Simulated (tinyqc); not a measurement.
Ellipsoidal valleys in the axes of a wafer and a channel: one step. Tensors of the valley y. Two cases, with inputs chosen for the exercise.

Problem. Form w and the reduced tensor u.

Valleys with axes a along x, y and z, one whole valley each; inverse mass tensor w = 1/mt + (1/ml - 1/mt) a a. Device axes: z = nz/|nz|, x = nx/|nx|, y = z cross x; in them a = (ax, ay, az). Confinement mass mz = 1/w_zz. In the plane w_ij is replaced by u_ij = w_ij - w_iz w_jz/w_zz (i, j = x, y); density-of-states mass md = 1/sqrt(det u); conductivity mass along x mc = 1/u_xx; ballistic transport mass mx = u_yy/det u, width mass my = 1/u_yy.

Case 1.

Values chosen (out of a larger set: near those of the X valleys of AlAs; not measured data): ml = 1.14 m0 (longitudinal mass); mt = 0.195 m0 (transverse mass).

valley axes:
```
          ax         ay        az
x   0.707107   0.000000  0.707107
y  -0.707107   0.000000  0.707107
z   0.000000  -1.000000  0.000000
```

Case 2.

Values chosen (out of a larger set: near those of the X valleys of AlAs; not measured data): ml = 1.058 m0 (longitudinal mass); mt = 0.201 m0 (transverse mass).

valley axes:
```
          ax         ay        az
x   0.577350  -0.707107  0.408248
y   0.577350   0.707107  0.408248
z  -0.577350   0.000000  0.816497
```

Give: w; u.

Solution.

Case 1.

w (1/m0):
```
        x       y       z
x  3.0027  0.0000  2.1255
y  0.0000  5.1282  0.0000
z  2.1255  0.0000  3.0027
```

u (1/m0):
```
        x       y
x  1.4981  0.0000
y  0.0000  5.1282
```

Case 2.

w (1/m0):
```
         x        y        z
x   3.6318  -1.6452  -0.9499
y  -1.6452   2.9602  -1.1633
z  -0.9499  -1.1633   4.3035
```

u (1/m0):
```
         x        y
x   3.4222  -1.9020
y  -1.9020   2.6457
```

The axis is tilted against the normal, so w_xz or w_yz is not zero and the reduction changes the masses in the plane.

Computed by tinyqc, one run a case: `OMP_NUM_THREADS=1 python tinyqc.py N N+1 out.jsonl` with N = 1850245, 1850462; one thread of a shared Intel(R) Xeon(R) Processor @ 2.30GHz, about 0.01 s a run at most.
